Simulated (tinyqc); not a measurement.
Inside a calculation: k.p values derived from sp3s* tight binding at Gamma. Values are carried at full precision from step to step, so a last printed digit may differ when a step is redone from the rounded ones.

At Gamma the states are two-level mixtures: s-like S+ (upper) and S- (lower) from [[Esa, Vss], [Vss, Esc]], p-like P- (valence) and P+ from [[Epa, Vxx], [Vxx, Epc]], and the bare s* levels. With real k in 1/angstrom and kz = 0, the phase sums over the four bonds are g0 = 1 - (a k/4)^2/2, g1 = i a kx/4, g3 = -(a/4)^2 kx ky to second order. Each mixture is written (anion, cation) with the anion part positive. c = hbar^2/2m0. No spin-orbit coupling.

Constants: hbar^2/2m0 = 3.80998211 eV angstrom^2.

Inputs chosen for the exercise (near a published set for AlAs, fitted to gaps, whose masses and valley positions are rough; shifted at random, so the results belong to these values and not to a real crystal): Esa = -7.548 eV (s level of the anion); Esc = -1.167 eV (s level of the cation); Epa = 0.989 eV (p level of the anion); Epc = 3.577 eV (p level of the cation); Vss = -6.624 eV (s-s); Vxx = 1.886 eV (px-px); a = 5.664 angstrom (lattice constant); Vsapc = 5.051 eV (s anion, p cation); Vscpa = 5.489 eV (s cation, p anion); Vxapc = 4.495 eV (s* anion, p cation); Vpaxc = 4.998 eV (p anion, s* cation); Exa = 7.381 eV (s* level of the anion); Exc = 6.783 eV (s* level of the cation); Vxy = 4.34 eV (px-py).

## States at Gamma

Solve the two blocks.

States:
```
state,E (eV),anion part,cation part
S-,-11.7098,0.84674,0.53200
P-,-0.0042,0.88480,-0.46597
S+,2.9948,0.53200,-0.84674
P+,4.5702,0.46597,0.88480
```

## Linear terms and the Kane energy

<s state|dH/dkx|x state> = i P with P = (a/4)(sa pc Vsapc + sc pa Vscpa), sa, sc and pa, pc being the parts of the two states; for s* on the anion P = (a/4) pc Vxapc, on the cation (a/4) pa Vpaxc. Ep = P^2/c for S+ to P-.

Couplings:
```
pair,P (eV angstrom),E(first) - E(second) (eV)
S+ to P-,-7.5961,2.9991
S+ to P+,0.3000,-1.5754
S- to P-,0.8367,-11.7056
s*a to P-,-2.9658,7.3852
s*c to P-,6.2619,6.7872
```

Ep = 15.145 eV

The two terms of S+ to P- have the same sign and add: S+ and P- both change sign from anion to cation. An on-site momentum element between s and p, which real atoms have, is absent from this model.

## Electron mass

m0/m = [<S+|d2H/dkx^2|S+>/2 + sum P^2/(E(S+) - E(P))]/c over P- and P+, with the direct term -(a/4)^2 sa sc Vss.

parts of m0/m: direct -1.570, from P- 5.050, from P+ -0.015

mass = 0.2886 m0

The valence band supplies 146 % of m0/m; the direct term, which stands in for the free-electron 1, is -1.57. S+ is not the lowest valley of AlAs; this is the mass of the Gamma level.

## Valence parameters L, M, N and the Luttinger values

Direct terms d0 = -(a/4)^2 pa pc Vxx, dN = -2 (a/4)^2 pa pc Vxy for P-. F = sum P^2/(E(P-) - E(s)) over S+, S-, s*a, s*c. The y state of P- couples to the z state of P+ through Q = (a/4) Vxy (pa p'c - pc p'a), primes for P+, and H1 = Q^2/(E(P-) - E(P+)). L = d0 + F, M = d0 + H1, N = dN + F + H1; g1 = -(L + 2M)/(3c), g2 = -(L - M)/(6c), g3 = -N/(6c).

d0, dN, F, Q, H1 (eV angstrom^2; Q in eV angstrom): 1.5591  7.1754  -26.1481  6.1454  -8.2559

L, M, N (eV angstrom^2): -24.589  -6.697  -27.229

g1, g2, g3: 3.323  0.783  1.191

Along [100] the masses without spin-orbit coupling are c/|L| = 0.155 (one band) and c/|M| = 0.569 (two bands).

## Checks

- Electron mass against a finite difference of the full bands: both 0.2886.
- L and M against finite differences along [100]: largest relative difference 6.5e-06.
- Lowest curvature along [111], (L + 2M + 2N)/3, against a finite difference: both -30.813.

Run: tinyqc, `OMP_NUM_THREADS=1 python tinyqc.py 1450722 1450723 out.jsonl`; Intel(R) Xeon(R) Processor @ 2.30GHz, one thread, shared host; about 0.01 s of CPU time with all checks.
